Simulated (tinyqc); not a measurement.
Gap against coupling: Peierls distortion of a half-filled chain.

Atoms move by +/- u, so bonds change by -/+ 2u and hoppings are t +/- 2 al u. Bands E = -/+ sqrt((2 t cos x)^2 + D^2 sin^2 x) with D = 4 al u, x = k a in (0, pi/2); the gap is 2D. Energy per atom at zero temperature: E(u) = -mean_x sqrt(...) + 2 K u^2; exactly, the mean is (4t/pi) E(1 - z^2), z = D/2t, E the complete elliptic integral of the second kind with parameter m. Coupling lambda = 2 al^2/(pi t K).

Values chosen for the exercise: t = 2.21 eV (hopping of the even chain); al = 5 eV/angstrom (change of hopping with bond length).

K is set by lambda; 4000 points.

Results:
```
lambda  K (eV/angstrom^2)  u0 (angstrom)  gap (eV)  16 t exp(-1 - 1/(2 lambda)) (eV)
0.10                 72.0         0.0022     0.088                             0.088
0.13                 55.4         0.0070     0.279                             0.278
0.16                 45.0         0.0144     0.577                             0.572
0.20                 36.0         0.0274     1.095                             1.068
0.25                 28.8         0.0465     1.862                             1.760
0.30                 24.0         0.0675     2.701                             2.457
0.40                 18.0         0.1120     4.481                             3.727
0.50                 14.4         0.1578     6.314                             4.785
```

What does the comparison show?

Doubling lambda from 0.1 to 0.2 multiplies the gap by 12.5 and from 0.2 to 0.4 by 4.1. The exponential form is within 2.5 % at 0.2 and 24 % at 0.5.

Computed by tinyqc, a small Python program: `OMP_NUM_THREADS=1 python tinyqc.py 1680489 1680490 out.jsonl` (the numbers bound the seed that draws the inputs); one thread of a shared host (Intel(R) Xeon(R) Processor @ 2.30GHz), about 0.08 s for the whole set of steps.
